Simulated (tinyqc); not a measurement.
From a target to a composition: model-solid line-up of a strained alloy layer on a substrate.

Problem. A layer of the alloy is strained to the substrate, and its gap (Ec minus the top valence edge) is given. Find x between 0.02 and 0.44, where the gap is monotonic.

All values of the alloy are linear in x but the gap, Eg(x) = (1 - x) Eg_A + x Eg_B - C x (1 - x), and the valence edge, Ev(x) = (1 - x) Ev_A + x Ev_B + fv C x (1 - x); Ec = Ev + Eg. Ev is the top of the unstrained valence band on a scale common to all materials. In the layer only the Gamma valley of the conduction band is followed, also where an X or L valley would lie lower.

Coherent growth on a (111) face: e_par = (a_s - a)/a, e_perp = -(2 C11 + 4 C12 - 4 C44)/(C11 + 2 C12 + 4 C44) e_par; exx = eyy = ezz = (2 e_par + e_perp)/3 and exy = eyz = ezx = (e_perp - e_par)/3.

Strained edges: Ec + ac tr(e); the valence edges are Ev plus the levels of the 6 x 6 matrix of X, Y, Z times spin with -Dso/3 + l exx + m (eyy + ezz) on the diagonal (cyclic), n exy off it, l = av + 2 b, m = av - b, n = sqrt(3) d. Spin-orbit term (Dso/3) L.sigma on X, Y, Z with (L_k)_ij = -i epsilon_kij: <X+|H|Y+> = -i Dso/3, <X+|H|Z-> = Dso/3, <Y+|H|Z-> = -i Dso/3, <Z+|H|X-> = -Dso/3, <Z+|H|Y-> = i Dso/3, <X-|H|Y-> = i Dso/3, and their conjugates; + and - are the spin along z.

Inputs chosen for the exercise (A near InAs, B near AlAs, substrate near InAs; shifted at random, so the results belong to these values and not to a real crystal): a = (6.056, 5.663) angstrom (lattice constant of A, B); Eg = (0.421, 3.131) eV (gap at Gamma to the s-like level of A, B); Dso = (0.39, 0.282) eV (spin-orbit splitting of A, B); Ev = (-0.58, -1.33) eV (top of the unstrained valence band of A, B); ac = (-5.01, -5.63) eV (conduction deformation potential of A, B); av = (1, 2.5) eV (valence hydrostatic potential of A, B); b = (-1.8, -2.33) eV (tetragonal shear potential of A, B); d = (-3.6, -3.45) eV (trigonal shear potential of A, B); C11 = (84.1, 126.4) GPa (of A, B); C12 = (45.6, 53.7) GPa (of A, B); C44 = (39.7, 54.4) GPa (of A, B); C = 0.792 eV (bowing of the gap); fv = 0.2 (share of the bowing taken by the valence edge); a_s = 6.056 angstrom (substrate); face = 111 (growth face).

strained gap = 0.755750 eV

Find: x; e_par; gap of the relaxed alloy.

Solution. Bisect on x; the strained gap is 0.4441 eV at x = 0.02 and 0.9942 eV at x = 0.44.

x = 0.270
e_par = 1.783 %
gap of the relaxed alloy = 0.997 eV

tinyqc: `OMP_NUM_THREADS=1 python tinyqc.py 1080524 1080525 out.jsonl`; about 0.02 s, one thread, shared Intel(R) Xeon(R) Processor @ 2.30GHz.
